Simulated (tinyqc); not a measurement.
Bound state in one dimension: Numerov shooting, finite differences, DVR, step by step. Computed by tinyqc, a small Python program that keeps every step. Settings: points = 96. Command: `OMP_NUM_THREADS=1 python tinyqc.py 22329 22330 out.jsonl` (the two numbers bound the seeds that draw the settings). One thread of a shared host (Intel(R) Xeon(R) Processor @ 2.60GHz), about 0.01 s of CPU time with the checks.

## Numerov steps at E = -6.99

One particle of mass 1 in V = -7.13 exp(-x^2/1.69^2) (atomic units), psi = 0 at both ends:
```
parameter                value
left end                    -7
right end                    7
intervals                   96
h                     0.145833
state sought (nodes)         0
```

k_i = 2 m (E - V_i); (1 + h^2 k_(i+1)/12) y_(i+1) = 2 (1 - 5 h^2 k_i/12) y_i - (1 + h^2 k_(i-1)/12) y_(i-1), from y_0 = 0, y_1 = 0.001.

Points along the way:
```
i          x          V          k             y
0   -7.00000  -2.52e-07  -13.98000       0.00000
1   -6.85417  -5.12e-07  -13.98000       0.00100
2   -6.70833  -1.02e-06  -13.98000       0.00230
3   -6.56250  -2.02e-06  -13.98000       0.00431
4   -6.41667  -3.91e-06  -13.97999       0.00763
5   -6.27083  -7.48e-06  -13.97999       0.01328
32  -2.33333   -1.05978  -11.86044   29497.13477
33  -2.18750   -1.33495  -11.31010   48936.32275
34  -2.04167   -1.65672  -10.66657   80323.10008
35  -1.89583   -2.02564   -9.92871  130165.63893
36  -1.75000   -2.44011   -9.09977  207782.13568
37  -1.60417   -2.89594   -8.18812  325928.58592
```

## Bisection on the node count

With more sign changes than the state has nodes (the last point included) the energy is too high, else too low; the bracket starts as -6.99 to -0.05.

Trials:
```
trial           E  sign changes  y at the right end   next
1      -3.5200000             2            1.41e+09  lower
2      -5.2550000             1           -5.47e+12  lower
3      -6.1225000             0            1.99e+13  raise
4      -5.6887500             1           -2.33e+13  lower
5      -5.9056250             1           -2.90e+13  lower
6      -6.0140625             1           -1.79e+13  lower
7      -6.0682813             1           -3.73e+12  lower
8      -6.0953906             0            6.67e+12  raise
9      -6.0818359             0            1.15e+12  raise
10     -6.0750586             1           -1.36e+12  lower
11     -6.0784473             1           -1.25e+11  lower
12     -6.0801416             0            5.09e+11  raise
13     -6.0792944             0            1.90e+11  raise
14     -6.0788708             0            3.23e+10  raise
...           ...           ...                 ...    ...
28     -6.0787841             1           -5.51e+06  lower
29     -6.0787841             1           -7.02e+05  lower
30     -6.0787841             0            1.70e+06  raise
```

eigenvalue = -6.0787841 hartree

## The same grid by other methods

Three-point finite differences and the sine-DVR kinetic matrix of Colbert and Miller on the same points.

Lowest levels (hartree):
```
state  finite differences       DVR
0                -6.08148  -6.07877
1                -4.12965  -4.11853
2                -2.48080  -2.45887
```
